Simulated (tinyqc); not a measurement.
Comparisons within one model: linear model of a band gap against the share of exact exchange. A value that a table varies takes the place of the one given here.

E(alpha) = E0 + S alpha. A wider gap screens less, modelled in the Penn form eps(alpha) = 1 + (e0 - 1)(EP/(EP + S alpha))^2 with a scale EP chosen for the exercise. A dielectric-dependent hybrid takes alpha = 1/eps.

Parameters, chosen for this exercise (of the order of those of SiO2; shifted at random, so the results belong to these values and not to a real crystal):
- E0 = 5.75 eV (gap of the semi-local functional)
- S = 10.41 eV (slope dE/d(alpha))
- e0 = 2.42 (optical dielectric constant at alpha = 0)
- EP = 29.9 eV (energy scale of the screening)
- Et = 9.02 eV (target gap)

## Sweep of alpha

Also the exciton scale relative to alpha = 0, (m/m(0))(eps(0)/eps)^2, with a mass proportional to E + D, D = E0/2 + 0.3 eV, a k.p rule for direct gaps only.

Results:
```
alpha  E (eV)    eps  alpha eps  exciton scale
0.00    5.750  2.420      0.000           1.00
0.05    6.271  2.372      0.119           1.10
0.10    6.791  2.326      0.233           1.21
0.15    7.311  2.283      0.342           1.32
0.20    7.832  2.241      0.448           1.44
0.25    8.352  2.202      0.550           1.56
0.35    9.393  2.128      0.745           1.82
0.50   10.955  2.030      1.015           2.25
```

alpha eps reaches 1 between alpha = 0.35 and 0.5 (fixed point 0.491), and the target gap is met between 0.25 and 0.35. At the fixed point the gap is 10.86 eV, +1.84 eV from the target. From 0 to 0.25 the gap grows by 2.60 eV while eps falls by 9 %; the exciton scale, which takes both, grows by a factor of 1.56.

## What each parameter does

Fixed point alpha = 1/eps(alpha), gap and eps there. Each row changes one parameter from the base and keeps the others.

Results:
```
case            alpha  E (eV)    eps
base           0.4913  10.864  2.035
E0 = 6.325 eV  0.4913  11.439  2.035
S = 11.451 eV  0.4999  11.475  2.000
e0 = 2.178     0.5459  11.433  1.832
EP = 26.91 eV  0.5009  10.964  1.996
```

The largest shifts from the base row, up to three for each result and ties (the steps differ in size, so this ranks the rows, not the parameters). alpha: e0 +0.0546, EP +0.0096, S +0.0086; unchanged at the printed digits by E0. E (eV): S +0.610, E0 +0.575, e0 +0.569. eps: e0 -0.204, EP -0.039, S -0.035; unchanged at the printed digits by E0.

(tinyqc, `OMP_NUM_THREADS=1 python tinyqc.py 1850620 1850621 out.jsonl`, Intel(R) Xeon(R) Processor @ 2.30GHz, 1 thread, shared host, about 0.01 s.)
